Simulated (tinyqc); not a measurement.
Valley splitting in a one-orbital chain of atomic planes (second-neighbour model): sweeps and comparisons. A value that a table varies takes the place of the one given here.

Each (001) plane carries one orbital with energy e0, hopping v to the next plane and u to the second: E(phi) = e0 + 2 v cos(phi) + 2 u cos(2 phi), where phi = pi - k a/4 (the sign of every second orbital is chosen so that v > 0, which shifts the phase by pi). The minimum lies at cos(phi0) = -v/(4u), phi0 = pi - (pi/2) k0 for a valley at k0 (2 pi/a), and e0 puts it at zero. A slab of N planes has hard walls: the matrix simply ends.

A well of Nw planes between barriers of 40 planes each (as of a SiGe alloy, taken as an offset alone). With x = j - 39.5 for plane j = 0, 1, ..., the potential is V0 (f(x) + f(Nw - x)) + F (j - 40) a/4, f(y) = 1/(1 + exp(y/L)), a step for L = 0; L is in planes, 4 L is about the distance over which f goes from 0.88 to 0.12, and 1 MV/m = 1e-4 V/angstrom.

Constants: hbar^2/2m0 = 3.80998211 eV angstrom^2.

Values chosen for the exercise (near those of the Delta valleys of silicon; abrupt walls in this chain split the valleys several times more than measured wells; the results hold for these values, not for the real material): a = 5.441 angstrom (lattice constant; planes lie a/4 apart); ml = 0.968 m0 (longitudinal mass); N0 = 31 (first number of planes); Nf = 120 (planes in the thick slab); V0 = 0.18 eV (barrier height); F = 8 MV/m (field); Nw = 50 (planes in the well); k0 = 0.827 2 pi/a (position of the valley).

## Splitting against the number of planes

u = 0.573092 eV
v = 0.615307 eV
e0 = 1.311341 eV
phi0 = 1.842544 rad

Ten slabs from N0 on, of thickness (N - 1) a/4 between the outer planes. Effective mass: E1 = (c/ml)(pi/W)^2 with W = (N + 2) a/4: the amplitude vanishes on two missing planes at each end, and the envelope has its nodes N + 2 spacings apart. Large-N estimate of the splitting: 16 pi^2 u |sin(phi0) sin((N + 2) phi0)|/(N + 2)^3.

Doublet (meV):
```
N   thickness (angstrom)  mean level  effective mass  splitting  estimate
31                 40.81       19.26           19.28      2.208     2.177
32                 42.17       18.10           18.16      0.317     0.409
33                 43.53       17.13           17.14      2.008     2.026
34                 44.89       16.16           16.20      0.717     0.655
35                 46.25       15.31           15.34      1.345     1.391
36                 47.61       14.52           14.54      1.275     1.246
37                 48.97       13.77           13.80      0.517     0.569
38                 50.33       13.11           13.12      1.352     1.351
39                 51.69       12.46           12.49      0.225     0.184
40                 53.05       11.89           11.90      1.055     1.075
```

What does this show?

The mean level falls smoothly, from 19.3 to 11.9 meV, within 0.4 % of the effective-mass value. The splitting swings between 0.225 (N = 39) and 2.208 meV (N = 31): one plane more or less changes the phase between the two walls by phi0 = 1.843 rad. The estimate misses the computed values by at most 0.091 meV.

## Splitting against the electric field

A thick slab in a field F: plane j = 0, 1, ... gains the energy F j a/4 (1 MV/m = 1e-4 V/angstrom), which presses the electron against the first wall. The exponent is the slope of ln(splitting) against ln F between 20 and 50 MV/m.

Doublet:
```
F (MV/m)  mean level (meV)  splitting (meV)  splitting/F (meV per MV/m)
1                     7.75           0.1424                      0.1424
2                    12.21           0.2825                      0.1413
5                    22.21           0.7064                      0.1413
10                   34.82           1.4134                      0.1413
20                   54.39           2.8283                      0.1414
30                   70.44           4.2445                      0.1415
50                   97.29           7.0801                      0.1416
```

exponent = 1.00

What can be read from the table?

The splitting goes from 0.1424 to 7.0801 meV. At high field it grows as F^1.00: at a single hard wall it follows the squared slope of the envelope, which is proportional to F, while the level itself grows about as F^(2/3) (here F^0.63). A hard wall is the sharpest interface possible; real Si interfaces split several times less.

## Sharp and graded interfaces

The lowest doublet for several interface widths L.

Doublet:
```
L (planes)  4 L (angstrom)  mean level (meV)  splitting (micro-eV)
0.00                  0.00             27.28               1150.52
0.25                  1.36             27.40                611.56
0.50                  2.72             27.60                121.45
0.75                  4.08             27.86                 22.65
1.00                  5.44             28.19                  4.15
1.50                  8.16             29.02                  0.12
2.00                 10.88             30.04                  0.00
```

How do the results move?

The mean level moves by +2.8 meV over the table, while the splitting falls from 1150.5 micro-eV at a step to 4.15 at L = 1 plane, a factor 277. Coupling the valleys needs the Fourier component of the potential at twice the valley wave vector, a period of a few planes, and grading removes it. Random alloy disorder, left out here, sets the splitting once this part is gone.

## What each parameter does

Step interfaces (L = 0). u, v, e0 follow from 8 u sin^2(phi0) = (2c/ml)/(a/4)^2, v = -4u cos(phi0), e0 = 2u + v^2/(4u), c = hbar^2/2m0. Each row changes one parameter from the base and keeps the others.

Results:
```
case               mean level (meV)  splitting (micro-eV)
base                          27.28                1150.5
k0 = 0.837 2 pi/a             27.28                1128.8
ml = 1.065 m0                 26.44                1144.8
V0 = 0.27 eV                  28.00                1157.3
F = 16 MV/m                   41.17                2262.5
Nw = 51                       27.26                1130.7
```

What can be read from the table?

The largest shifts from the base row, up to three for each result and ties (the steps differ in size, so this ranks the rows, not the parameters). mean level (meV): F +13.90, ml -0.84, V0 +0.72; unchanged at the printed digits by k0. splitting (micro-eV): F +1111.9, k0 -21.7, Nw -19.8.

Program tinyqc; command `OMP_NUM_THREADS=1 python tinyqc.py 1452102 1452103 out.jsonl`; about 0.01 s on one thread of a shared Intel(R) Xeon(R) Processor @ 2.30GHz.
